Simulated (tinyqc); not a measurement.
Quantum-confined Stark effect in a modulator well: sweeps and comparisons. A value that a table varies takes the place of the one given here.

Envelopes on cells of 0.5 angstrom over the well |z| < L/2 and 45 angstrom of barrier on each side, psi = 0 beyond, psi'/m continuous (mean mass between points), c = hbar^2/2m0. The electron sees + e F z and the hole - e F z, each with its offset in the barriers; 1 kV/cm = 1e-5 eV/angstrom. Light holes, band mixing and escape by tunnelling are left out.

Exciton: in-plane function exp(-rho/lam), 1/mu = 1/me + 1/mp, E(lam) = c/(mu lam^2) - (q/eps) times the integral over k of Fm(k)(1 + (k lam/2)^2)^(-3/2), Fm(k) the double integral of psi_e^2 psi_h^2 exp(-k |z - z'|), q = e^2/(4 pi eps0); binding Eb = -E at the minimum. Line at Eg + E_e + E_h - Eb, strength proportional to overlap^2/lam^2.

Constants: hbar^2/2m0 = 3.80998211 eV angstrom^2; e^2/(4 pi eps0) = 14.39964547 eV angstrom; hc = 1239.841984 eV nm.

Inputs chosen for the exercise (near those of a GaAs well in AlGaAs; shifted at random, so the results belong to these values and not to a real crystal): L = 146 angstrom (well width); Vc = 0.266 eV (conduction offset); Vv = 0.135 eV (heavy-hole offset); me = 0.0646 m0 (electron, well); meb = 0.0909 m0 (electron, barrier); mh = 0.34 m0 (heavy hole along z, well); mhb = 0.4 m0 (heavy hole, barrier); Eg = 1.421 eV (gap of the well); mp = 0.157 m0 (heavy hole in the plane); eps = 12.6 (dielectric constant); Fs = (0, 15, 30, 45, 62, 80, 100) kV/cm (fields); Ls = (50, 66, 84, 104, 126, 150, 170) angstrom (widths); F_L = 51 kV/cm (field for this table); F = 51 kV/cm (field).

## Raising the field

All quantities anew; shifts from zero field.

Results:

| F (kV/cm) | dE_e (meV) | dE_h (meV) | Eb (meV) | line shift (meV) | overlap^2 | relative strength |
|---|---|---|---|---|---|---|
| 0 | 0.00 | 0.00 | 7.56 | 0.00 | 0.993 | 1.000 |
| 15 | -0.46 | -1.57 | 7.18 | -1.64 | 0.825 | 0.765 |
| 30 | -1.80 | -5.49 | 6.52 | -6.26 | 0.558 | 0.443 |
| 45 | -3.98 | -10.72 | 5.97 | -13.11 | 0.356 | 0.245 |
| 62 | -7.32 | -17.59 | 5.51 | -22.86 | 0.211 | 0.127 |
| 80 | -11.75 | -25.60 | 5.15 | -34.93 | 0.121 | 0.065 |
| 100 | -17.55 | -35.13 | 4.86 | -49.97 | 0.065 | 0.032 |

The line shift grows with exponent 1.93 in F at low field and 1.60 at the end, as the carriers come up against opposite walls and the dipole begins to saturate. The hole gives 77 % of the level shift in the second row and 67 % in the last. The largest shift is 6.6 times the zero-field binding, yet 64 % of the binding survives, since the walls stop the field from pulling the pair apart. Half the strength is gone between 15 and 30 kV/cm.

## Width of the well

Zero-field line, its shift at F_L and the relative strength.

Results:

| L (angstrom) | line at F = 0 (nm) | Eb (meV) | shift (meV) | relative strength | shift x strength (meV) |
|---|---|---|---|---|---|
| 50 | 819.6 | 9.83 | -1.01 | 0.972 | 0.98 |
| 66 | 836.0 | 9.35 | -1.94 | 0.925 | 1.79 |
| 84 | 847.4 | 8.86 | -3.68 | 0.812 | 2.98 |
| 104 | 855.2 | 8.38 | -6.62 | 0.609 | 4.03 |
| 126 | 860.6 | 7.93 | -11.13 | 0.364 | 4.05 |
| 150 | 864.4 | 7.50 | -17.50 | 0.168 | 2.94 |
| 170 | 866.6 | 7.18 | -23.84 | 0.076 | 1.81 |

The shift grows with exponent 2.34 in L over the first two rows and 2.47 over the last two, against 4 for hard walls at second order; leakage lowers it in narrow wells and saturation in wide ones. The strength falls from 0.97 to 0.08, and the product of the two is largest at 126 angstrom.

## What each parameter does

Zero-field line, shift at F, overlap^2 and Eb at F. Each row changes one parameter from the base and keeps the others.

Results:

| case | line (nm) | shift (meV) | overlap^2 | Eb (meV) |
|---|---|---|---|---|
| base | 863.9 | -16.34 | 0.297 | 5.79 |
| L = 136 angstrom | 862.4 | -13.61 | 0.383 | 6.22 |
| F = 41 kV/cm | 863.9 | -11.10 | 0.402 | 6.11 |
| Vc = 0.213 eV | 864.4 | -16.76 | 0.284 | 5.72 |
| Vv = 0.169 eV | 863.9 | -15.90 | 0.309 | 5.85 |
| me = 0.0743 m0 | 865.1 | -16.32 | 0.279 | 6.05 |
| mh = 0.289 m0 | 863.6 | -15.89 | 0.322 | 5.83 |
| eps = 11.3 | 864.8 | -15.93 | 0.297 | 6.83 |

The largest shifts from the base row, up to three for each result and ties (the steps differ in size, so this ranks the rows, not the parameters). line (nm): L -1.5, me +1.2, eps +0.9; unchanged at the printed digits by F and Vv. shift (meV): F +5.24, L +2.73, mh +0.45. overlap^2: F +0.106, L +0.086, mh +0.025; unchanged at the printed digits by eps. Eb (meV): eps +1.03, L +0.42, F +0.31.

(tinyqc, `OMP_NUM_THREADS=1 python tinyqc.py 1280879 1280880 out.jsonl`, Intel(R) Xeon(R) Processor @ 2.30GHz, 1 thread, shared host, about 0.2 s.)
